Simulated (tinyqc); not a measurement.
Plain band against climbing image: nudged elastic band on a two-dimensional model surface. Computed by tinyqc, a small Python program. Command: `OMP_NUM_THREADS=1 python tinyqc.py 3010227 3010228 out.jsonl neb walk`. One thread of a shared host (Intel(R) Xeon(R) Processor @ 2.30GHz), about 0.04 s of CPU time with the checks.

V(x, y) = -A (cos kx + cos ky) - B cos kx cos ky + (C sin ky + S sin kx)(1 - cos kx), k = 2 pi/a; the atom hops from the minimum at (0, 0) to that at (a, 0).

Inputs (values chosen for the exercise, for a model surface):
```
quantity              value           unit
amplitude A            0.16             eV
amplitude B          -0.014             eV
skew C                0.036             eV
asymmetry S           -0.02             eV
period a                3.6       angstrom
spring constant k_s    0.25  eV/angstrom^2
step factor eta           1  angstrom^2/eV
```

Surface: adatom on a square lattice. Climbing image: on.

Method:
- Newton steps x(new) = x - H^-1 grad V (moves limited to 0.3 angstrom) from (0, 0), (a, 0) and (a/2, 0) give the two minima and the saddle.
- Tangent at image i: towards the higher neighbour if the energies rise or fall through i; at a maximum or minimum, tau = t+ dmax + t- dmin if V(i+1) > V(i-1), else t+ dmin + t- dmax, with t+ = R(i+1) - R(i), t- = R(i) - R(i-1) and dmax, dmin the larger and smaller of |V(i+1) - V(i)| and |V(i-1) - V(i)|; then normalise. Force F = -grad V + (grad V.tau) tau + k_s (|t+| - |t-|) tau.
- With a climbing image, the highest image feels instead F = -grad V + 2 (grad V.tau) tau and no spring.
- Update R(new) = R + eta F; the end points stay fixed.
- Images are counted without the end points, and convergence is judged on the largest force on an image. Each run starts on the straight line with the same k_s and eta, for at most 1500 iterations; errors are against the Newton saddle; a dash marks a run that did not reach 1e-4 eV/angstrom.

positions (angstrom):
```
              x         y
start   0.00000   0.00000
end     3.60000   0.00000
saddle  1.95778  -0.22158
```

energies (eV): start -0.306000, end -0.306000, saddle -0.022662

barrier from the start = 0.283338 eV

Error of the highest image (meV) and iterations:
```
images  plain, error  plain, iterations  climbing, error  climbing, iterations
2            -47.924                 11                0                    16
3             -5.625                 10                0                    14
4            -10.296                 11                0                    23
5             -5.619                 11                0                    23
6             -2.524                 12                0                    32
8             -0.479                 16                0                    34
10            -0.016                 19                0                    23
```

What does the comparison show, and why?

The plain band underestimates the barrier by 0.02 to 47.92 meV, depending on how near an image falls to the saddle (worst for 2 images, best for 10). The climbing image is within about 0.001 meV in every converged run, so few images suffice for the barrier.

Extremes, crossings and ranges named in words are read from the listed rows.
